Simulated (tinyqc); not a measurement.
# Doping and barrier from two capacitances

Problem. A Schottky diode on a uniformly doped n-type layer obeys (A/C)^2 = 2 (Vbi - V - Vt)/(q eps0 eps_r Nd) in reverse bias, with phiB = Vbi + Vt ln(Nc/Nd) and image force ignored. Find Nd, Vbi and phiB.

Parameters, values chosen for the exercise; band and dielectric values close to those of germanium:
```
symbol,value,unit,meaning
T,300,K,temperature
eps_r,15.7,,relative permittivity
Nc,1.06e19,cm^-3,conduction-band density of states at T
A,0.00018,cm^2,diode area
```

Constants: q = 1.602176634e-19 C, kB = 1.380649e-23 J/K, Vt = kB T/q, eps0 = 8.8541878128e-14 F/cm where lengths are in cm. Results are converted to the units shown.

C at V = -0.9 and -6.8 V (pF): 16.562735  6.7391403

Solution. The slope of (A/C)^2 against -V gives Nd, the intercept Vbi - Vt, and the Fermi-level depth Vt ln(Nc/Nd) is added for the barrier.

Nd = 8.900e16 cm^-3
Vbi = 0.2964 V
phiB = 0.4200 eV

Program tinyqc, `OMP_NUM_THREADS=1 python tinyqc.py 2020010 2020011 out.jsonl`; Intel Xeon 2.30GHz, shared host, one thread, about 0.04 s.
